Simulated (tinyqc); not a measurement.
Inside a calculation. Method: Hubbard chain of 2 sites. Computed by tinyqc, a small Python program that keeps every step. Settings: hopping = 1.86, U = 7.2, mixing = 1, iteration cap = 54. Command: `OMP_NUM_THREADS=1 python tinyqc.py 25537 25538 out.jsonl` (the two numbers bound the seeds that draw the settings). One thread of a shared host (Intel(R) Xeon(R) Processor @ 2.60GHz), about 0.1 s of CPU time with the checks. Later iterations appear only in the table of the cycle.

## Mean-field iteration 1

one-body matrix (hopping and site energies) (eV), order 1, 2:
$$\begin{pmatrix}
-0.64000 & -1.86000 \\
-1.86000 & 0.50000
\end{pmatrix}$$

U = 7.20000 eV

electrons, up and down: [1, 1]

mixing = 1

n(up) at the start (a guess, not normalised): 1 0.50000, 2 0.50000

n(down) at the start (a guess): 1 0.50000, 2 0.50000

H(up) = T + U n(down), H(down) = T + U n(up); fill the lowest levels; n(new) = n + mixing (n(out) - n); E = tr T (rho up + rho down) + U sum n_up n_down of the output.

levels, up (eV): [1.58462, 5.47538]

levels, down (eV): [1.58462, 5.47538]

energy = -0.12170 eV

n(up) after iteration 1: 1 0.64650, 2 0.35350

n(down) after iteration 1: 1 0.64650, 2 0.35350

## Mean-field iteration 2

As before.

levels, up (eV): [1.60786, 5.45214]

levels, down (eV): [1.60786, 5.45214]

energy = 0.37682 eV

n(up) after iteration 2: 1 0.37389, 2 0.62611

n(down) after iteration 2: 1 0.37389, 2 0.62611

## Convergence

Each step fills the lowest levels of T + U n(other spin) and sets n(new) = n + mixing (n(out) - n); stop when output and input agree to 1e-8.

Course of the cycle:
```
iteration      E (eV)  largest |n(out) - n(in)|  mean |n_up - n_down|
1          -0.1216976                  1.47e-01               0.00000
2           0.3768207                  2.73e-01               0.00000
3           1.2316648                  4.37e-01               0.00000
4           3.0596707                  6.45e-01               0.00000
5           3.1094092                  7.58e-01               0.00000
6           4.4473731                  8.24e-01               0.00000
7           3.4811726                  8.40e-01               0.00000
8           4.6028106                  8.47e-01               0.00000
9           3.5131409                  8.48e-01               0.00000
10          4.6150131                  8.49e-01               0.00000
11          3.5155848                  8.49e-01               0.00000
...               ...                       ...                   ...
44          4.6160145                  8.49e-01               0.00000
45          3.5157849                  8.49e-01               0.00000
46          4.6160145                  8.49e-01               0.00000
47          3.5157849                  8.49e-01               0.00000
48          4.6160145                  8.49e-01               0.00000
49          3.5157849                  8.49e-01               0.00000
50          4.6160145                  8.49e-01               0.00000
51          3.5157849                  8.49e-01               0.00000
52          4.6160145                  8.49e-01               0.00000
53          3.5157849                  8.49e-01               0.00000
54          4.6160145                  8.49e-01               0.00000
```

Not converged within 54 iterations: the residual has stopped falling: the iteration swings between two states. The lowest mean-field energy found from random starts is -1.12032 eV. Reruns (cap 100 unless said): mixing 0.2: converged in 21 to a higher stationary point (E = -0.31945); mixing 0.5: converged in 22 to a higher stationary point (E = -0.31945); mixing 0.9: not converged; the original settings with a cap of 400: not converged.

## The many-body Hamiltonian

Basis: all placements (u, d, 2, 0 on each site), up operators ordered before down ones; hops carry the sign of the same-spin electrons passed.

H (eV), order 20, ud, du, 02:
$$\begin{pmatrix}
5.92000 & -1.86000 & -1.86000 & 0.00000 \\
-1.86000 & -0.14000 & 0.00000 & -1.86000 \\
-1.86000 & 0.00000 & -0.14000 & -1.86000 \\
0.00000 & -1.86000 & -1.86000 & 8.20000
\end{pmatrix}$$

## Exact diagonalisation (4 states)

Lowest levels of the sector, and the double occupancy of the lowest state.

lowest levels (eV): [-1.73948, -0.14000, 6.55477, 9.16472]

double occupancy per site = 0.07912
